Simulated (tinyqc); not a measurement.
Splitting and spin direction around the circle: two-dimensional electron gas with Rashba and Dresselhaus coupling.

H = c k^2/m + al (ky sx - kx sy) + b1 (kx sx - ky sy) + gam kx ky (kx sy - ky sx), s the Pauli matrices, x = [100], c = hbar^2/2m0, b1 = gam (pi/L)^2 (hard walls). H = c k^2/m + B.s, so E = c k^2/m -/+ |B| and the lower state has its spin along -B.

Constants: hbar^2/2m0 = 3.80998211 eV angstrom^2.

Inputs chosen for the exercise (of the size met in GaAs; not measured data): m = 0.0681 m0 (mass); al = 0.018 eV angstrom (Rashba constant); gam = 10.6 eV angstrom^3 (bulk Dresselhaus constant); L = 170 angstrom (width of the (001) well); n = 2.4 1e11/cm^2 (sheet density (one subband filled)).

At |k| = k0 = sqrt(2 pi n), 1e11/cm^2 = 1e-5/angstrom^2.

Around the circle:

| phi (deg) | Bx (meV) | By (meV) | splitting (meV) | lower spin (deg) |
|---|---|---|---|---|
| 0.0 | 0.0445 | -0.2210 | 0.4509 | 101.4 |
| 22.5 | 0.1230 | -0.2148 | 0.4951 | 119.8 |
| 45.0 | 0.1808 | -0.1808 | 0.5114 | 135.0 |
| 67.5 | 0.2148 | -0.1230 | 0.4951 | 150.2 |
| 90.0 | 0.2210 | -0.0445 | 0.4509 | 168.6 |
| 112.5 | 0.1936 | 0.0462 | 0.3981 | -166.6 |
| 157.5 | 0.0462 | 0.1936 | 0.3981 | -103.4 |

Give the missing row, phi (deg) = 135.0.

Computed row:
```
phi (deg)  Bx (meV)  By (meV)  splitting (meV)  lower spin (deg)
135.0        0.1318    0.1318           0.3728            -135.0
```

The splitting runs from 0.3728 meV at 135 to 0.5114 meV at 45 degrees. Along [110] it is 2 k |al + b1 - 2 b3| and along [-110] 2 k |al - b1 + 2 b3|, b3 = gam k^2/4. From 0 to 90 degrees the spin turns with k (+67 degrees), the sense of the Rashba term.

Program tinyqc; command `OMP_NUM_THREADS=1 python tinyqc.py 1450374 1450375 out.jsonl`; about 0.01 s on one thread of a shared Intel(R) Xeon(R) Processor @ 2.30GHz.
